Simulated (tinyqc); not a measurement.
Comparisons within one model: conductance of a narrow metal strip with scatterers (square lattice, Green functions). A value that a table varies takes the place of the one given here.

A strip of W sites across with hard walls, site energy 0 and hopping -t. Mode n = 1 to W has profile chi_n(j) = sqrt(2/(W + 1)) sin(n j pi/(W + 1)) and energy en = -2t cos(n pi/(W + 1)); E = en - 2t cos(kn a). With z_n = exp(i kn a) (Im k > 0 for closed modes, |z| < 1) each lead gives the self-energy -t z_n in mode n. One column carries the site energies v, here a notch at the edge (a site raised out of reach). In the mode basis V_nm = sum_j chi_n(j) v_j chi_m(j), G = (E - en + 2 t z_n - V)^-1, and t_nm = 2t sqrt(sin(kn a) sin(km a)) G_nm in size for open modes. T = sum |t_nm|^2, conductance (2e^2/h) T.

Constants: e^2/h = 3.874045865e-05 S.

Inputs chosen for the exercise (hopping and spacing of the size met in Cu or Al; the lattice is a model; shifted at random, so the results belong to these values and not to a real crystal): t = 1.65 eV (hopping); W = 5 (sites across); v = (50, 0, 0, 0, 0) eV (site energies in the scattering column); a = 2.41 angstrom (spacing); E = -1.04 eV (Fermi energy).

## Conductance steps with and without the scatterer

E is varied across the lower half of the band.

Against energy:
```
E/t    E (eV)  open modes       T  reflected
-3.30  -5.445           1  0.9795     0.0205
-2.95  -4.867           2  1.1715     0.8285
-2.65  -4.372           2  1.5995     0.4005
-2.30  -3.795           2  1.8211     0.1789
-1.95  -3.217           3  2.0340     0.9660
-1.65  -2.723           3  2.1636     0.8364
-1.30  -2.145           3  2.3574     0.6426
-0.95  -1.567           4  3.0074     0.9926
-0.65  -1.073           4  3.0280     0.9720
-0.30  -0.495           4  3.2021     0.7979
0.05    0.083           5  4.0028     0.9972
```

The clean strip goes from 1 to 5 open modes. The reflected flux ranges from 0.021 (E/t = -3.3) to 0.997 (E/t = 0.05). A scatterer on one site acts on one combination of modes only, so it can reflect at most one unit.

## The same scatterer in wider strips

Width (W + 1) a; the strength is the entry of v largest in size. The notch stays one site deep. Added resistance (1/T - 1/M)/(2 e^2/h), M the number of open modes.

Against width:
```
W   width (angstrom)   M        T     T/M  added resistance (ohm)
3                9.6   2   1.7083  0.8541                  1102.0
4               12.1   3   2.1039  0.7013                  1832.2
5               14.5   4   3.0296  0.7574                  1033.5
6               16.9   5   4.0112  0.8022                   636.3
8               21.7   6   5.0855  0.8476                   386.8
10              26.5   8   7.0162  0.8770                   226.2
14              36.1  11  10.0184  0.9108                   115.0
20              50.6  15  14.0649  0.9377                    57.2
```

The added resistance is 1102 ohm at W = 3 and 57.2 at W = 20; from W = 10 to 20 it changes by a factor 0.25, where 1/M gives 0.53 and 1/M^2 gives 0.28. A point scatterer removes at most one unit of M (here 0.29 to 0.99), so its resistance is at most 1/(M (M - 1)) in units of h/2e^2, without bound for M = 1, with jumps where modes open or where the site sits near a node of the open modes; the largest value is at W = 4 (1832 ohm).

## What each change does

Open modes M, T and the added resistance (1/T - 1/M)/(2 e^2/h). Each row changes one parameter from the base and keeps the others.

Results:
```
case                      M       T  added resistance (ohm)
base                      4  3.0296                    1034
t = 1.716 eV              4  3.0325                    1029
E = -0.91 eV              4  3.0374                    1023
v = (50, 50, 0, 0, 0) eV  4  2.2574                    2491
```

The largest shifts from the base row, up to three for each result and ties (the steps differ in size, so this ranks the rows, not the parameters). M: unchanged at the printed digits by t, E and v. T: v -0.7722, E +0.0078, t +0.0029. added resistance (ohm): v +1457, E -11, t -4.

tinyqc: `OMP_NUM_THREADS=1 python tinyqc.py 1482391 1482392 out.jsonl`; about 0.01 s, one thread, shared Intel(R) Xeon(R) Processor @ 2.30GHz.
